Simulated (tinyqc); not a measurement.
The integration grid: Kohn-Sham R2SCAN on finer and finer grids in the sto-3g basis, for H3+, spin multiplicity 1. Computed by the program tinyqc with PySCF. 

Geometry (angstrom):
```
atom       x       y        z
H     0.0000  0.0000   0.0000
H     0.0000  0.0000   0.9480
H     0.0000  0.0000  -0.9480
```

Self-consistent on each grid; the net force on the molecule should vanish.

Kohn-Sham energy on Becke grids (radial x angular points per atom):
```
grid       points  residual of the electron count  E (hartree)  E - finest (mhartree)  largest net force without grid terms (hartree/bohr)
10 x 14       416                        1.94e-02     -1.25847               -6.76474                                             1.11e-16
15 x 26      1162                       -2.35e-03     -1.25379               -2.09050                                             2.78e-17
20 x 50      2988                        2.19e-04     -1.25180               -0.09684                                             1.11e-16
30 x 86      7718                        5.38e-05     -1.25173               -0.02567                                             1.39e-16
50 x 194    29066                       -8.06e-08     -1.25170               2.60e-05                                             8.33e-17
75 x 302    67902                       -4.94e-10     -1.25170                0.00000                                             2.94e-17
120 x 590  211994                       -3.61e-12     -1.25170                0.00000                                             8.33e-17
```

The energy is within 0.1 mhartree of the finest grid first at 20 x 50. The error has one sign here, though quadrature is not variational. The net force vanishes by symmetry here, so only the electron count signals a poor grid.
